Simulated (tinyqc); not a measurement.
Changing the temperature T: thermal boundary conductance by the acoustic and diffuse mismatch models. Computed by tinyqc, a small Python program. Command: `OMP_NUM_THREADS=1 python tinyqc.py 3017898 3017899 out.jsonl kapitza sweep`. One thread of a shared host (Intel(R) Xeon(R) Processor @ 2.30GHz), about 0.02 s of CPU time with the checks.

Each side has one longitudinal and two transverse Debye branches, omega = v q up to q_D = (6 pi^2 n)^(1/3), with n counting all atoms. Scattering at the interface is elastic. Electrons are left out of G, also for metals. Melting is ignored. G refers to the temperatures of the phonons sent towards the interface. Linear branches over all atoms overstate G at high T, most for crystals with several atoms a cell.

Inputs (values chosen for the exercise, modelled on copper (side 1) and germanium (side 2)):
```
quantity                    value     unit
density rho_1                8.74   g/cm^3
longitudinal velocity vL_1   4890      m/s
transverse velocity vT_1     2510      m/s
atom density n_1             85.7   1/nm^3
conductivity kappa_1          406  W/(m K)
density rho_2                5.46   g/cm^3
longitudinal velocity vL_2   5190      m/s
transverse velocity vT_2     3280      m/s
atom density n_2             43.9   1/nm^3
conductivity kappa_2         60.6  W/(m K)
thickness d_1                  23       nm
thickness d_2                  46       nm
heat flux J                  0.17  kW/cm^2
```

Structure: superlattice.

Constants: hbar = 1.054571817e-34 J s; k_B = 1.380649e-23 J/K.

Method:
- omega_c = v q_D for each branch, given as hbar omega_c/k_B; impedance Z = rho v.
- No mode conversion. t(theta) = 4 Z_1 Z_2 cos(theta_1) cos(theta_2)/N^2, with N = Z_2 cos(theta_1) + Z_1 cos(theta_2) for L (the form for pressure waves) and N = Z_1 cos(theta_1) + Z_2 cos(theta_2) for both T branches (the form for shear waves polarised along the interface); sin(theta_2) = (v_2/v_1) sin(theta_1), and t = 0 beyond the critical angle arcsin(v_1/v_2); the mean over the incoming flux is alpha = 2 int t sin(theta_1) cos(theta_1) d theta_1 (64 Gauss-Legendre points).
- G = (k_B^4 T^3/(8 pi^2 hbar^3)) int W(x) x^4 e^x/(e^x - 1)^2 dx, x = hbar omega/(k_B T). Acoustic mismatch: W = sum over the three branches of alpha(1 to 2)/v_1^2, each up to the lower of its two cut-offs. Diffuse mismatch: W = S_1 S_2/(S_1 + S_2), where S_i sums 1/v^2 over the branches of side i still below their cut-off. Radiation limit: W = min(S_1, S_2). The integral is split at the four cut-offs (64 Gauss-Legendre points a piece, x at most 45).
- Boundary resistance R = 1/G and Kapitza length kappa_2/G use the diffuse value.
- kappa_eff = (d_1 + d_2)/(d_1/kappa_1 + d_2/kappa_2 + 2 R), two interfaces a period, with bulk conductivities in the layers; the gradient is J/kappa_eff.

One run for each value; columns: (1) temperature T (K); (2) G, diffuse mismatch (MW/(m^2 K)); (3) G, acoustic mismatch (MW/(m^2 K)); (4) Kapitza length in side 2 (nm); (5) interface share of the resistance:
```
(1)          (2)        (3)        (4)     (5)
3.0    3.787e-02  5.693e-02  1.600e+06  1.0000
5.7    2.597e-01  3.905e-01  2.333e+05  0.9999
11.0   1.867e+00  2.807e+00  3.246e+04  0.9992
20.0   1.122e+01  1.687e+01  5.402e+03  0.9954
38.0   7.297e+01  1.097e+02  8.305e+02  0.9711
71.0   2.939e+02  4.472e+02  2.062e+02  0.8929
130.0  6.123e+02  9.534e+02  9.898e+01  0.8002
250.0  8.478e+02  1.342e+03  7.148e+01  0.7431
480.0  9.398e+02  1.496e+03  6.448e+01  0.7229
900.0  9.673e+02  1.542e+03  6.265e+01  0.7171
```

What does the table show, and why?

Over the rows, G, diffuse mismatch (MW/(m^2 K)) rises from 0.0379 to 967 (exponent d ln y / d ln x 3.0 between the first rows and 0.046 between the last); G, acoustic mismatch (MW/(m^2 K)) rises from 0.0569 to 1540 (exponent d ln y / d ln x 3.0 between the first rows and 0.049 between the last); Kapitza length in side 2 (nm) falls from 1.60e6 to 62.6 (exponent d ln y / d ln x -3.0 between the first rows and -0.046 between the last). At the low end the exponent of G, diffuse mismatch is 3.00, close to 3: the T^3 law of long waves. At the low end the exponent of G, acoustic mismatch is 3.00, close to 3: the T^3 law of long waves. G follows the heat capacity of the modes that both sides share: T^3 while only long waves are excited, flat once k_B T passes the shared cut-offs. The conductivities are held fixed here.

Caution (rows 3.00, 5.70, 11.0, 20.0, 38.0, 71.0, 130): kappa_2 is of room-temperature size, so the Kapitza length is only nominal at this T. Caution (rows 3.00, 5.70, 11.0, 20.0, 38.0, 71.0, 130): the conductivities are of room-temperature size; at this T real values can differ much and free paths can be long. Caution (all rows): R from emitted-phonon temperatures is too large for use in series with Fourier layers, by up to a factor of about 2. Caution (all rows): layers this thin are often below the phonon free path, where bulk conductivities and independent interfaces no longer hold. Caution (rows 250, 480, 900): at this temperature short waves carry the heat; linear branches up to q_D overstate their velocity, and inelastic processes, left out here, grow with T.
